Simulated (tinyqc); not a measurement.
# Resonant-tunnelling diode, transfer matrices and Tsu-Esaki current: effect of temperature at two biases

Emitter (band edge 0), barrier d1, well Lw, barrier d2, spacer ds, collector (edge -V). The bias drops linearly over these layers and none in the contacts; each layer is cut into ns equal slices, flat at the value of their centres. E is the energy of motion across the layers, C = hbar^2/(2 m0), psi and psi'/m are continuous. Transport is coherent, T(E) is taken as independent of the transverse momentum, and charge in the well is ignored.

The current at V = 0.583 V and at V = 0.891 V, Ef held fixed. For the pair (psi, psi'/m) a flat layer has M = [[cos kd, (m/k) sin kd], [-(k/m) sin kd, cos kd]] with k = sqrt(m (E - U)/C) above its edge U, and M = [[cosh Kd, (m/K) sinh Kd], [(K/m) sinh Kd, cosh Kd]] with K = sqrt(m (U - E)/C) below it. Later slices stand to the left. With M acting on (psi, psi'/m) and v = k/m in each lead, T(E) = 4 vL vR/[(vL vR M12 - M21)^2 + (vR M11 + vL M22)^2]. J = J0 times the integral over E > 0 of T(E) N(E), N = ln[(1 + exp((Ef - E)/Vt))/(1 + exp((Ef - V - E)/Vt))], J0 = q^2 mw m0 kB T/(2 pi^2 hbar^3) (times 1e-4 for A/cm^2 per eV). The integral is converged to the digits shown.

Inputs (values chosen for the exercise); masses and offsets close to those of InGaAs wells and AlAs barriers:

| symbol | value | unit | meaning |
|---|---|---|---|
| mw | 0.04 | m0 | mass in the well, spacer and contacts |
| U1 | 1.2 | eV | barrier height |
| m1 | 0.15 | m0 | barrier mass |
| d1 | 0.9 | nm | emitter barrier |
| Lw | 3.4 | nm | well width |
| d2 | 0.9 | nm | collector barrier |
| ns | 4 |  | slices in each layer |
| ds | 2.8 | nm | undoped spacer after the collector barrier |
| Ef | 0.077 | eV | Fermi energy of both contacts above their band edges |

Constants: q = 1.602176634e-19 C, kB = 1.380649e-23 J/K, hbar = 1.054571817e-34 J s, m0 = 9.1093837015e-31 kg, Vt = kB T/q, hbar^2/(2 m0) = 0.0380998212 eV nm^2. Results are converted to the units shown.

Result of one run:
```
T (K),J at 0.583 V (kA/cm^2),J at 0.891 V (kA/cm^2),ratio
40,401.2,10.92,36.74
```

What becomes of these results when the temperature T is changed from 40 to 77 K, all else the same?

Result of the changed run:
```
T (K),J at 0.583 V (kA/cm^2),J at 0.891 V (kA/cm^2),ratio
77,402.5,11.14,36.15
```

The whole series:
```
T (K),J at 0.583 V (kA/cm^2),J at 0.891 V (kA/cm^2),ratio
40,401.2,10.92,36.74
77,402.5,11.14,36.15
150,409.7,11.95,34.29
220,424.8,13.19,32.21
300,450.7,15.09,29.88
400,492.0,18.07,27.23
```

The first current rises from 401 to 492 kA/cm^2, the second rises from 10.9 to 18.1 kA/cm^2, and their ratio falls from 36.7 to 27.2.

Computed by the program tinyqc: `OMP_NUM_THREADS=1 python tinyqc.py 2600044 2600045 out.jsonl`, one thread of a shared Intel Xeon 2.30GHz, about 0.1 s for the whole run.
